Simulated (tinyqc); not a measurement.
Berg model of reactive sputtering of a nitride or oxide: poisoning, hysteresis and pumping speed: one step, computed by the program tinyqc. Command: `OMP_NUM_THREADS=1 python tinyqc.py 3001052 3001053 out.jsonl berg walk`. One thread of a shared host (Intel(R) Xeon(R) Processor @ 2.30GHz), about 0.05 s of CPU time with the checks.

A diatomic gas reacts with bare metal on the target and on the collecting surfaces; ions remove metal and compound from the target. theta_t and theta_c are the compound fractions.

Problem. Steady state at the pressure P. Ion flux j = J/e; gas flux F = P/sqrt(2 pi M k_B T). Target: (2/z) alpha F (1 - theta_t) = j Y_c theta_t. Sputtered flows F_c = j Y_c theta_t A_t, F_m = j Y_m (1 - theta_t) A_t. Collector: (2/z) alpha F (1 - theta_c) A_c + F_c (1 - theta_c) = F_m theta_c. Gas use Q = alpha F [(1 - theta_t) A_t + (1 - theta_c) A_c] + P S/(k_B T); 1 sccm = 4.4780e17 molecules/s. Rate R = F_m + F_c, given relative to j Y_m A_t.

Inputs (values chosen for the exercise, close to those used for silicon nitride):
```
quantity                         value     unit
ion current density J               16  mA/cm^2
target area A_t                     81     cm^2
collecting area A_c               3900     cm^2
metal yield Y_m                   0.58        -
compound yield Y_c                0.12        -
sticking coefficient alpha        0.86        -
reactive atoms per metal atom z   1.33        -
gas mass M                          28        u
pumping speed S                     37      l/s
gas temperature T                  300        K
reactive partial pressure P      0.094       Pa
```

Constants: e = 1.602176634e-19 C; u = 1.6605390666e-27 kg; k_B = 1.380649e-23 J/K.

Give: ion flux j; gas flux F; theta_t; theta_c; gas use; total flow Q; rate relative to clean metal.

Solution.

ion flux j = 9.986e+16 1/(cm^2 s)

gas flux F = 2.702e+17 1/(cm^2 s)

theta_t = 0.9668

theta_c = 0.9999

gas use (sccm): target 1.394, collector 0.231, pump 1.875

total flow Q = 3.500 sccm

rate relative to clean metal = 0.2332

The target is poisoned. The film is 100.0 % compound.
